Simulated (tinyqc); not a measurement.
MOS capacitor on a p-type substrate, surface potential from the exact charge relation: effect of the temperature on threshold and swing.

Uniform p-type substrate, Boltzmann statistics, full ionisation, classical densities. psi is the surface potential against the body (positive when the bands bend down) and u = psi/Vt. Traps are spread evenly over the gap and neutral at flat band, so their charge is -q Dit psi; the minority quasi-Fermi level is shifted by Vb.

Nc and Nv are given at 400 K and scale as (T/400 K)^1.5; Eg is held fixed. ni = sqrt(Nc Nv) exp(-Eg/(2 Vt)), Eg in volts; phiF = Vt ln(N/ni); Cox = eps0 eox/tox; Vfb = phiM - chi - (Eg - Vt ln(Nv/N)) - q Nf/Cox; VT = Vfb + [(2 phiF + Vb)(1 + q Dit/Cox) + sqrt(2 eps0 eps_r q N (2 phiF + Vb))/Cox]. gamma = sqrt(2 eps0 eps_r q N)/Cox; Wm = sqrt(2 eps0 eps_r (2 phiF + Vb)/(q N)); m = 1 + (eps0 eps_r/Wm + q Dit)/Cox; swing m Vt ln 10; Cmin/Cox = 1/(1 + Cox Wm/(eps0 eps_r)).

Values chosen for this exercise; band and dielectric values close to those of silicon: band gap Eg = 1.13 eV; relative permittivity eps_r = 11.8; conduction-band density of states at the reference temperature Nc = 4.28e19 cm^-3; valence-band density of states at the reference temperature Nv = 4e19 cm^-3; electron affinity chi = 3.99 eV; acceptor density of the substrate N = 3.3e17 cm^-3; relative permittivity of the gate insulator (close to hafnium oxide) eox = 21.4; insulator thickness tox = 39 nm; gate work function phiM = 4.26 eV; fixed charge at the interface, in units of q Nf = -2.8e10 cm^-2; density of interface traps Dit = 0 cm^-2 eV^-1; reverse bias of the inversion layer against the body Vb = 0 V.

Constants: q = 1.602176634e-19 C, kB = 1.380649e-23 J/K, Vt = kB T/q, eps0 = 8.8541878128e-14 F/cm where lengths are in cm. Results are converted to the units shown.

The same in every row: gamma (V^0.5) = 0.6841.

Effect of the temperature on threshold and swing:

| T (K) | Vfb (V) | 2 phiF (V) | VT (V) | Wm (nm) | m | swing (mV/decade) | Cmin/Cox |
|---|---|---|---|---|---|---|---|
| 200 | -0.7860 | 0.9993 | 0.8972 | 62.84 | 1.342 | 53.26 | 0.2549 |
| 240 | -0.7674 | 0.9619 | 0.8654 | 61.66 | 1.349 | 64.23 | 0.2586 |
| 280 | -0.7479 | 0.9227 | 0.8319 | 60.39 | 1.356 | 75.34 | 0.2626 |
| 320 | -0.7277 | 0.8820 | 0.7968 | 59.04 | 1.364 | 86.62 | 0.2670 |
| 360 | -0.7068 | 0.8400 | 0.7602 | 57.62 | 1.373 | 98.09 | 0.2718 |
| 400 | -0.6854 | 0.7969 | 0.7223 | 56.12 | 1.383 | 109.8 | 0.2770 |
| 440 | -0.6634 | 0.7528 | 0.6829 | 54.54 | 1.394 | 121.7 | 0.2828 |

What does the table show?

As T goes from 200 to 440, VT falls from 0.897 to 0.683 V, the swing rises from 53.3 to 122 mV/decade and Cmin/Cox rises from 0.255 to 0.283. Of the change of VT by -0.214 V, 0.123 V comes from Vfb and -0.337 V from the band bending and the charge it takes. VT changes by -0.893 mV/K on average.

Computed by the program tinyqc: `OMP_NUM_THREADS=1 python tinyqc.py 2060108 2060109 out.jsonl`, one thread of a shared Intel Xeon 2.30GHz, about 0.01 s for the whole run.
